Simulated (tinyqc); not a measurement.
Heat flow across a film from the phonon Boltzmann equation in the relaxation-time approximation. Which input was changed? Computed by tinyqc, a small Python program. Command: `OMP_NUM_THREADS=1 python tinyqc.py 3016075 3016076 out.jsonl slabbte which`. One thread of a shared host (Intel(R) Xeon(R) Processor @ 2.30GHz), about 0.2 s of CPU time with the checks.

Two black walls, hot at x = 0 and cold at x = L, emit phonons isotropically. For one free path Lambda, with tau = x/Lambda, tau_L = L/Lambda and phi = (T - T_cold)/Delta T, energy balance gives phi(tau) = (1/2) [E2(tau) + int_0^tau_L phi(s) E1(|tau - s|) ds]; E_n are the exponential integrals. The flux over the ballistic flux C v Delta T/4 is psi = 1 - 2 int_0^tau_L phi(s) E2(s) ds, and kappa_eff/kappa = (3/4) tau_L psi. kappa = C v Lambda/3 is an input, so at fixed kappa a longer free path means a smaller C v.

Inputs (values chosen for the exercise, modelled on diamond):

| quantity | value | unit |
|---|---|---|
| bulk conductivity kappa | 1860 | W/(m K) |
| film thickness L | 59 | nm |
| wall temperature difference Delta T | 12 | K |
| free path Lambda_1 | 410 | nm |
| free path Lambda_2 | 5600 | nm |
| share f_2 of kappa | 0.16 | - |
| free path Lambda_3 | 14000 | nm |
| share f_3 of kappa | 0.18 | - |
| cells n in the small system | 6 | - |

Free-path groups: three.

Method:
- Cut the film into n equal cells with constant phi, collocated at the centres c_i: the kernel integrates to A_ij = |E2(|c_i - e_j|) - E2(|c_i - e_(j+1)|)|/2 for cell edges e_j, and A_ii = 1 - E2(half a cell); solve (1 - A) phi = E2(c)/2; psi = 1 - 2 sum_j phi_j [E3(e_j) - E3(e_(j+1))].
- Use 150 and 300 cells and extrapolate psi = (4 psi(300) - psi(150))/3. The jump at the hot wall is 1 - phi there (linear extrapolation from the first two of 300 cells). Two-flux (diffusion with slip) formula: psi = 1/(1 + 3 tau_L/4).
- Each group is solved on its own with 150 and 300 cells, psi = (4 psi(300) - psi(150))/3, and weighted by its share of kappa (f_1 is what the others leave); exchange of energy between groups inside the film is left out.
- Flux J = kappa_eff Delta T/L; apparent boundary resistance per wall (L/kappa_eff - L/kappa)/2.

Task: One of these inputs alone was changed, within the range given: free path Lambda_1 (205 to 820); free path Lambda_2 (2800 to 1.12e+04); free path Lambda_3 (7000 to 2.8e+04); share f_3 of kappa (0.09 to 0.35). Which one, and to what value?

Results:

| run | kappa_eff (W/(m K)) | flux J (GW/m^2) | jump at the wall / Delta T for Lambda_1 |
|---|---|---|---|
| before | 120.6183 | 24.53253 | 0.4096304 |
| after | 128.3483 | 26.10473 | 0.4096304 |

Result:

Each candidate set to reproduce kappa_eff, and what it then gives:

| candidate | range searched | value needed | flux J (GW/m^2) | jump at the wall / Delta T for Lambda_1 |
|---|---|---|---|---|
| free path Lambda_1 (nm) | 205 to 820 | 381.5 | 26.105 | 0.40533 |
| free path Lambda_2 (nm) | 2800 to 1.12e+04 | out of reach | - | - |
| free path Lambda_3 (nm) | 7000 to 2.8e+04 | out of reach | - | - |
| share f_3 of kappa | 0.09 to 0.35 | 0.1350 | 26.105 | 0.40963 |

Only share f_3 of kappa fits every result: it went from 0.18 to 0.135. The next best candidate, free path Lambda_1, misses one result by 1.0 %.
